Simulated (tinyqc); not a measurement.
Inside a calculation. Method: Hubbard ring of 5 sites. Computed by tinyqc, a small Python program that keeps every step. Settings: hopping = 0.93, U = 4.0, mixing = 1, iteration cap = 69. Command: `OMP_NUM_THREADS=1 python tinyqc.py 25977 25978 out.jsonl` (the two numbers bound the seeds that draw the settings). One thread of a shared host (Intel(R) Xeon(R) Processor @ 2.60GHz), about 0.2 s of CPU time with the checks. Later iterations appear only in the table of the cycle.

## Mean-field iteration 1

one-body matrix (hopping and site energies) (eV), lower triangle:
```
,1,2,3,4,5
1,0.0000
2,-0.9300,0.0000
3,0.0000,-0.9300,0.0000
4,0.0000,0.0000,-0.9300,0.0000
5,-0.9300,0.0000,0.0000,-0.9300,0.0000
```

U = 4.0000 eV

electrons, up and down: 3  2

mixing = 1

n(up) at the start (a guess, not normalised): 1 1.0000, 2 0.1500, 3 1.0000, 4 0.1500, 5 1.0000

n(down) at the start (a guess): 1 0.0000, 2 0.8500, 3 0.0000, 4 0.8500, 5 0.0000

H(up) = T + U n(down), H(down) = T + U n(up); fill the lowest levels; n(new) = n + mixing (n(out) - n); E = tr T (rho up + rho down) + U sum n_up n_down of the output.

levels, up (eV): -1.2032  -0.3337  0.6190  3.7110  4.0069

levels, down (eV): -0.0956  0.4087  3.2452  4.5204  5.1213

energy = -1.7021 eV

n(up) after iteration 1: 1 0.9342, 2 0.1129, 3 0.9058, 4 0.1129, 5 0.9342

n(down) after iteration 1: 1 0.0566, 2 0.9001, 3 0.0867, 4 0.9001, 5 0.0566

## Mean-field iteration 2

As before.

levels, up (eV): -0.9694  -0.0094  0.8427  3.9139  4.2222

levels, down (eV): -0.2731  0.2557  2.9736  4.1810  4.8628

energy = -1.7041 eV

n(up) after iteration 2: 1 0.9335, 2 0.1166, 3 0.8999, 4 0.1166, 5 0.9335

n(down) after iteration 2: 1 0.0591, 2 0.8936, 3 0.0946, 4 0.8936, 5 0.0591

## Convergence

Each step fills the lowest levels of T + U n(other spin) and sets n(new) = n + mixing (n(out) - n); stop when output and input agree to 1e-8.

Course of the cycle:
```
iteration,E (eV),largest |n(out) - n(in)|,mean |n_up - n_down|
1,-1.702092,9.42e-02,0.8297
2,-1.704091,7.86e-03,0.8216
3,-1.704273,2.40e-03,0.8188
4,-1.704292,7.00e-04,0.8179
5,-1.704294,2.63e-04,0.8176
6,-1.704294,7.68e-05,0.8175
7,-1.704294,2.89e-05,0.8175
8,-1.704294,8.43e-06,0.8175
9,-1.704294,3.17e-06,0.8175
10,-1.704294,9.24e-07,0.8175
11,-1.704294,3.47e-07,0.8175
12,-1.704294,1.01e-07,0.8175
13,-1.704294,3.81e-08,0.8175
14,-1.704294,1.11e-08,0.8175
15,-1.704294,4.17e-09,0.8175
```

local moments n_up - n_down: 1 0.8719, 2 -0.7719, 3 0.8000, 4 -0.7719, 5 0.8719

Converged in 15 iterations. Before convergence this energy mixes input and output and is not variational, so it may rise towards its limit.

## Exact diagonalisation (100 states)

Lowest levels of the sector, and the double occupancy of the lowest state.

lowest levels (eV): -2.2950  -2.2950  -1.5126  -1.3398  -1.3398  -0.7439

double occupancy per site = 0.0842

The mean-field solution above lies 0.5907 eV above the exact energy.

## The lowest level by Lanczos steps

From a random start vector (not printed): a_j = <q_j|H|q_j>, b_j = norm of the remainder after orthogonalising; the Ritz value is the lowest eigenvalue of the tridiagonal matrix of a and b so far.

Lanczos:
```
j,a_j (eV),b_j (eV),lowest Ritz value (eV)
1,4.0937,3.8025,4.093732
2,4.2111,3.6240,0.349460
3,3.6727,3.2723,-1.207524
4,4.0189,3.1983,-1.821255
5,4.3551,3.1698,-2.061469
6,4.3021,3.8088,-2.161283
7,4.8054,3.6616,-2.233150
8,6.0379,3.0714,-2.275007
9,4.8577,3.0603,-2.288343
10,4.4356,2.8875,-2.292886
```
